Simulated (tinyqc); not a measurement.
Which input was changed? Model: two-sublattice mean-field magnet: ferrimagnet, compensation points and susceptibility. Computed by tinyqc, a small Python program. Command: `OMP_NUM_THREADS=1 python tinyqc.py 3029222 3029223 out.jsonl ferri which`. One thread of a shared host (Intel(R) Xeon(R) Processor @ 2.30GHz), about 0.07 s of CPU time with the checks.

A random alloy A(1-x)B(x) with H = -sum over pairs J S_i.S_j. a = <S_A> and b = <S_B> are taken along z, a > 0. Exchange fields: h_A = (1 - x) zJ_AA a + x zJ_AB b, h_B = (1 - x) zJ_AB a + x zJ_BB b; a = S_A B_(S_A)(S_A h_A/(k_B T)) and likewise for b, with the Brillouin function B_S(y) = [(2S + 1)/(2S)] coth[(2S + 1) y/(2S)] - [1/(2S)] coth[y/(2S)].

Inputs (values chosen for the exercise, for a model ferrimagnet): spin S_A = 1; spin S_B = 3.5; g factor g_A = 2.1; g factor g_B = 2; fraction x of B sites = 0.43; z J_AA = 47.4 meV; z J_BB = 1.7 meV; z J_AB = -12 meV; T over T_c = 0.75; largest number of steps = 3000.

Constants: k_B = 8.617333262e-05 eV/K.

Method:
- Linearised, T (a, b) = M (a, b) with M_ij = S_i (S_i + 1) c_j zJ_ij/(3 k_B), c_A = 1 - x, c_B = x. T_c is the larger eigenvalue, and its eigenvector gives b/a at onset, (T_c - M_AA)/M_AB.
- Repeat from a = S_A, b = -S_B until a and b change by less than 1e-10.
- Net moment m = (1 - x) g_A a + x g_B b in mu_B per site; net spin s = (1 - x) a + x b. At T = 0, a = S_A and b = -S_B. Effective g = m/s.

Problem. One of these inputs alone was changed, within the range given: fraction x of B sites (0.215 to 0.7); z J_AA (23.7 to 94.8); g factor g_A (1.8 to 2.6); T over T_c (0.375 to 0.95). Which one, and to what value?

Results:
```
run     net moment m (mu_B)          a          b
before           -0.5107577  0.7844896  -1.685804
after            -0.8863958  0.7957598  -1.681668
```

Solution.

Each candidate set to reproduce net moment m, and what it then gives:
```
candidate              range searched  value needed        a        b
fraction x of B sites    0.215 to 0.7        0.5080  0.79576  -1.6817
z J_AA (meV)             23.7 to 94.8         25.38  0.77631  -2.1112
g factor g_A               1.8 to 2.6  out of reach        -        -
T over T_c              0.375 to 0.95        0.5681  0.92959  -2.3246
```

Only fraction x of B sites fits every result: it went from 0.43 to 0.508. The next best candidate, z J_AA, misses one result by 26 %.
